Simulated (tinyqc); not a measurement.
Worked calculation: coherent transport through a tight-binding region between two chains. Computed by tinyqc, a small Python program that keeps every step. Settings: temperature = 4, mu = -0.09. Command: `OMP_NUM_THREADS=1 python tinyqc.py 29563 29564 out.jsonl` (the two numbers bound the seeds that draw the settings). One thread of a shared host (Intel(R) Xeon(R) Processor @ 2.60GHz), about 0.1 s of CPU time with the checks.

## Transmission at E = 0.09 eV

H of the central region (eV):
```
[[0.000000, -1.090000, 0.000000, 0.000000, 0.000000],
 [-1.090000, 1.110000, -1.000000, 0.000000, 0.000000],
 [0.000000, -1.000000, 1.110000, -0.400000, 0.000000],
 [0.000000, 0.000000, -0.400000, 1.110000, -1.090000],
 [0.000000, 0.000000, 0.000000, -1.090000, 0.000000]]
```

Leads: semi-infinite chains with site energy 0:
```
parameter                           value
lead hopping t (eV)              2.040000
coupling to the left lead (eV)   1.200000
coupling to the right lead (eV)  0.950000
left contact site                       1
right contact site                      5
```

E = 0.090000 eV

Surface Green function g = (E - i sqrt(4 t^2 - E^2)) / (2 t^2); self-energy tc^2 g on each contact site; G = (E - H - Sigma)^(-1); Gamma = -2 Im Sigma; T = Gamma_L Gamma_R |G_LR|^2; local density of states -Im G_ii / pi.

g = 0.010813-0.490077i 1/eV

G (1/eV):
```
[[0.012513-0.038368i, 0.891736-0.005482i, 0.895931+0.036229i, 0.055284+0.106090i, -0.277048+0.085981i],
 [0.891736-0.005482i, -0.064440-0.576972i, -0.037721-0.582536i, 0.064912-0.043037i, 0.074586+0.173501i],
 [0.895931+0.036229i, -0.037721-0.582536i, -1.015040-0.633677i, 0.005950-0.159536i, 0.378060+0.083252i],
 [0.055284+0.106090i, 0.064912-0.043037i, 0.005950-0.159536i, -0.147106-0.299223i, 0.777589-0.221461i],
 [-0.277048+0.085981i, 0.074586+0.173501i, 0.378060+0.083252i, 0.777589-0.221461i, 0.588914-0.237790i]]
```

local density of states (1/eV): [0.012213, 0.183656, 0.201706, 0.095246, 0.075691]

transmission = 0.105062

## Transmission across the band

The same steps on a grid of energies.

T(E):
```
E (eV)              T
-3.87600000  2.16e-08
-3.48840000  1.58e-07
-3.10080000  7.35e-07
-2.71320000  3.34e-06
-2.32560000  0.000017
-1.93800000  0.000106
-1.55040000  0.000951
-1.16280000  0.013331
-0.77520000  0.121681
-0.38760000  0.112788
0.00000000   0.095564
0.38760000   0.213201
0.77520000   0.240793
1.16280000   0.102783
1.55040000   0.181435
1.93800000   0.395814
2.32560000   0.138053
2.71320000   0.009785
3.10080000   0.000252
3.48840000   0.000018
3.87600000   1.27e-06
```

levels of the isolated region (eV): [-0.860118, -0.668162, 0.624354, 1.778162, 2.455764]

## Current

I = (2e/h) int T(E) [f(E - mu - V/2) - f(E - mu + V/2)] dE at 4 K with mu = -0.09 eV, the bias not changing H; 2e^2/h = 77.48092 microsiemens; the integral runs over the band on 4001 points.

Current:
```
V (volt)  I (microampere)
0.010000         0.071633
0.050000         0.357691
0.100000         0.713819
0.200000         1.439980
0.400000         2.975672
0.800000         6.803053
```
